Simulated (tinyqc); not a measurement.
Longitudinal sound in a periodic multilayer: transfer matrices, stop bands and folded phonons: one step, computed by the program tinyqc.

Layers 1 and 2 repeat with period d = d_1 + d_2; waves travel normal to the layers, without loss. State vector (u, s): displacement u and stress divided by omega. Impedances Z = rho v are in 1e6 kg/(m^2 s).

Question. Transfer matrix of one period. A layer maps (u, s) by [[cos p, sin p/Z], [-Z sin p, cos p]], p = 2 pi f d_i/v_i; one period is M = M_2 M_1, and cos(q d) = trace(M)/2.

Inputs (values chosen for the exercise, modelled on silicon (layer 1), germanium (layer 2) and silica (substrate)):
```
quantity       value  unit
velocity v_1    8580   m/s
thickness d_1   3.85    nm
velocity v_2    4970   m/s
thickness d_2   2.57    nm
frequency f      479   GHz
```

Z_2 = 26.4901

Z_1 = 20.2488

Give: phase p_1; phase p_2; M; trace(M)/2.

Answer.

phase p_1 = 1.3505 rad

phase p_2 = 1.5563 rad

M:
```
          1          2
1  -0.74267  0.0089477
2   -6.0750    -1.2733
```

trace(M)/2 = -1.0080

|trace/2| > 1: f lies in a stop band, and the amplitude falls by a factor 1.135 a period. Caution: at these frequencies damping, strong in glasses, and rough interfaces, both left out here, can weaken the stop bands; layers only a few atoms thick are also beyond continuum acoustics.
